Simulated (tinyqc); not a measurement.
Epitaxial growth on a vicinal surface: Burton-Cabrera-Frank step flow, step-edge barrier and island nucleation: one step, computed by the program tinyqc. Command: `OMP_NUM_THREADS=1 python tinyqc.py 3013892 3013893 out.jsonl stepflow walk`. One thread of a shared host (Intel(R) Xeon(R) Processor @ 2.30GHz), about 0.01 s of CPU time with the checks.

Adatoms land at rate F, hop on a square grid (a simplification for hexagonal faces), desorb, or join steps. Lengths are in units of a and n is the adatom coverage. Steps ascend at x = 0 and descend at x = l.

Task: Step flow or islands. Island density on a flat surface without desorption: N = 0.25 (F/D)^(i/(i+2)) exp(E_i/((i+2) k_B T)) per site, with E_i = 0 for i = 1; spacing l_n = N^(-1/2). Step flow needs an effective width l_eff = 2 x(peak) below l_n. Temperatures in kelvin are T(C) + 273.15.

Inputs (values chosen for the exercise, close to those used for GaN(0001)): deposition rate F = 0.019 layers/s; temperature T = 890 C; critical nucleus size i = 1.

D = 6.317650e+07 a^2/s

position of the peak = 78.83792 a

Constants: k_B = 8.617333262e-05 eV/K.

Give: island density N on a flat surface; island spacing l_n; ratio l_eff/l_n.

Result:

island density N on a flat surface = 1.675e-04 per site

island spacing l_n = 77.27 a

ratio l_eff/l_n = 2.041

Islands nucleate on the terraces, and a step-flow solution would overstate the coverage. Caution: twice the distance from the ascending step to the coverage peak exceeds the expected island spacing [0.25 (F/D)^(i/(i+2)) exp(E_i/((i+2) k_B T))]^(-1/2) by 40 % or more, so islands nucleate and the step-flow values are formal. Caution: the prefactor 0.25 and the criterion are estimates, good to a factor of about two in length.
